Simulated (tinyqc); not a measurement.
Isochronal anneals: hydrogen passivation and dissociation of interface defects with a spread of activation energies. Computed by tinyqc, a small Python program. Command: `OMP_NUM_THREADS=1 python tinyqc.py 3005058 3005059 out.jsonl passivation walk`. One thread of a shared host (Intel(R) Xeon(R) Processor @ 2.30GHz), about 0.01 s of CPU time with the checks.

Active defects P react as P + H2 -> HP + H and HP -> P + H; released atomic hydrogen is removed. All defects start active. Activation energies are normally distributed, independently for the two reactions.

Inputs (values chosen for the exercise, for a model interface):
```
quantity                        value    unit
mean passivation energy E_f      1.46      eV
spread s_f                        0.1      eV
prefactor k_f0                7.4e-08  cm^3/s
mean dissociation energy E_d     2.67      eV
spread s_d                       0.06      eV
prefactor k_d0                3.6e+13     1/s
dissolved hydrogen [H2]       3.2e+17   cm^-3
anneal time t                     140       s
```

Ambient: hydrogen.

Constants: k_B = 8.617333262e-05 eV/K.

Method. a = k_f0 [H2] exp(-E_f/k_B T), b = k_d0 exp(-E_d/k_B T); the active share of one kind of site is b/(a + b) + (a/(a + b)) exp(-(a + b) t). Full average: z from -5 to 5 in steps of 0.125 with normalised weights exp(-z^2/2), energy = mean + spread x z, over both energies.

Same time, other temperatures:
```
T (K)     a (1/s)     b (1/s)  active share, single energy  active share, spread
450    1.0546e-06  4.5042e-17                   9.9985e-01            9.9669e-01
525    2.2856e-04  8.4223e-13                   9.6851e-01            8.6999e-01
600    1.2910e-02  1.3468e-09                   1.6408e-01            3.1193e-01
675    2.9753e-01  4.1800e-07                   1.4049e-06            1.7089e-02
750    3.6611e+00  4.1181e-05                   1.1248e-05            1.4541e-04
825    2.8543e+01  1.7610e-03                   6.1691e-05            2.3609e-04
900    1.5803e+02  4.0268e-02                   2.5475e-04            7.8352e-04
975    6.7241e+02  5.6894e-01                   8.4539e-04            2.1858e-03
1050   2.3264e+03  5.5064e+00                   2.3613e-03            5.2919e-03
1125   6.8213e+03  3.9376e+01                   5.7393e-03            1.1383e-02
```

The active share is lowest, 1.45e-4, at 750 K of those listed: below, passivation is too slow for this time, and above, dissociation competes. A single energy would promise 1.40e-6 (at 675 K), so among these rows the spread raises the floor by a factor 100.

Extremes, crossings and ranges named in words are read from the listed rows.
